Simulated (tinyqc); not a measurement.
Plane-wave Kohn-Sham cycle with exchange-only LDA in a layered model solid, step by step. One step of it, computed by the program tinyqc.

Problem. Iteration 1: levels at that k. Diagonalise the Hermitian matrix.

H (hartree), order -3, -2, -1, +0, +1, +2, +3:
```
[[0.820043, -0.260000, 0.080000, 0.000000, 0.000000, 0.000000, 0.000000],
 [-0.260000, 0.200298, -0.260000, 0.080000, 0.000000, 0.000000, 0.000000],
 [0.080000, -0.260000, -0.158502, -0.260000, 0.080000, 0.000000, 0.000000],
 [0.000000, 0.080000, -0.260000, -0.256357, -0.260000, 0.080000, 0.000000],
 [0.000000, 0.000000, 0.080000, -0.260000, -0.093266, -0.260000, 0.080000],
 [0.000000, 0.000000, 0.000000, 0.080000, -0.260000, 0.330770, -0.260000],
 [0.000000, 0.000000, 0.000000, 0.000000, 0.080000, -0.260000, 1.015752]]
```

Give: eigenvalues.

Solution.

eigenvalues (hartree): [-0.5423, -0.3243, -0.0449, 0.2558, 0.4400, 0.9458, 1.1286]
